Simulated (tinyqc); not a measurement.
Worked calculation: tight binding, honeycomb lattice. One step of it, computed by the program tinyqc.

Question. Levels at k. Diagonalise the Hermitian matrix.

H(k) at k (eV):
```
                     A                    B
A             0.000000  -3.617357-3.691274i
B  -3.617357+3.691274i             0.000000
```

Give: eigenvalues; weights |c|^2 of the basis functions.

Answer.

eigenvalues (eV): -5.1682  5.1682

weights |c|^2 of the basis functions:
```
   band 1  band 2
A  0.5000  0.5000
B  0.5000  0.5000
```
